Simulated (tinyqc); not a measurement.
X-ray reflectivity of a thin film on silicon: critical angles, Parratt recursion, fringes and roughness: one step, computed by the program tinyqc.

n = 1 - delta + i beta; the classical electron radius is r_e = 2.8179403e-6 nm. Layer 0 is vacuum, 1 the film, 2 the substrate.

Problem. Fringe period, contrast and decay. Far above the critical angle the period is d theta = lambda/(2 d), or 2 pi/d in q; the envelope runs between (|r_01| - |r_12 p|)^2 and (|r_01| + |r_12 p|)^2; contrast = 2 a b/(a^2 + b^2) with a = |r_01|, b = |r_12 p|; roughness factors on the amplitudes are about exp(-q^2 sigma^2/2).

Inputs (values chosen for the exercise, modelled on tungsten on silicon, copper K-alpha radiation):

| quantity | value | unit |
|---|---|---|
| wavelength lambda | 0.15406 | nm |
| film thickness d | 30.4 | nm |
| roughness of the surface sigma_1 | 1.1 | nm |
| roughness of the interface sigma_2 | 0.43 | nm |

1000 r_01 = 0.02572070-0.00283278i

1000 r_12 = -4.957571+0.529827i

p = -0.7572822+0.0483117i

q = 4 pi sin(theta)/lambda = 3.301921 1/nm

Give: period in theta; period in q; contrast; roughness factor, surface; roughness factor, interface.

Solution.

period in theta = 0.1452 degrees

period in q = 0.2067 1/nm

contrast = 0.01368

roughness factor, surface = 0.001366

roughness factor, interface = 0.3650
